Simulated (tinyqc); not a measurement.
# Bending a trimer

Model: Stillinger-Weber potential for a tetrahedral semiconductor. Computed by tinyqc, a small Python program. Command: `OMP_NUM_THREADS=1 python tinyqc.py 3024460 3024461 out.jsonl swsi sweep`. One thread of a shared host (Intel(R) Xeon(R) Processor @ 2.30GHz), about 0.04 s of CPU time with the checks.

With x = r/sigma: pair term eps A (B x^-4 - 1) exp(1/(x - a)); for each pair of neighbours j, k of atom i, three-body term eps lambda exp(gamma/(x_ij - a) + gamma/(x_ik - a)) (cos theta_jik + 1/3)^2; both vanish beyond x = a. A = 7.049556277, B = 0.6022245584, a = 1.8.

Inputs (values chosen for the exercise, modelled on silicon): energy scale eps = 2.222 eV; length scale sigma = 2.112 angstrom; three-body strength lambda = 19.7; gamma = 1.1; bond 1 of the trimer = 2.29 angstrom; bond 2 of the trimer = 2.61 angstrom.

Method. Atom 1 binds atoms 2 and 3 at the angle theta; the third side follows from the cosine rule. Sum the three pair terms and the three-body terms centred on each atom.

One run for each value; columns: (1) angle of the trimer theta (degrees); (2) energy of the trimer (eV); (3) three-body term at atom 1 (eV); (4) distance 2-3 (angstrom):
```
(1)      (2)         (3)     (4)
60   -3.5785  9.3036e-01  2.4656
70   -3.8585  6.1105e-01  2.8227
80   -3.9399  3.4435e-01  3.1592
90   -4.0206  1.4886e-01  3.4722
100  -4.1261  3.4162e-02  3.7592
110  -4.1602  1.0110e-04  4.0180
120  -4.1230  3.7215e-02  4.2465
140  -3.9094  2.5085e-01  4.6058
160  -3.6677  4.9258e-01  4.8259
180  -3.5648  5.9543e-01  4.9000
```

Over the rows, energy of the trimer (eV) goes from -3.58 through a minimum among these rows, -4.16 at 110, to -3.56; three-body term at atom 1 (eV) goes from 0.930 through a minimum among these rows, 1.01e-4 at 110, to 0.595. The term at atom 1 vanishes at the tetrahedral angle, 109.47 degrees. At the smallest angles a third bond forms between atoms 2 and 3.

Extremes, crossings and ranges named in words are read from the listed rows.
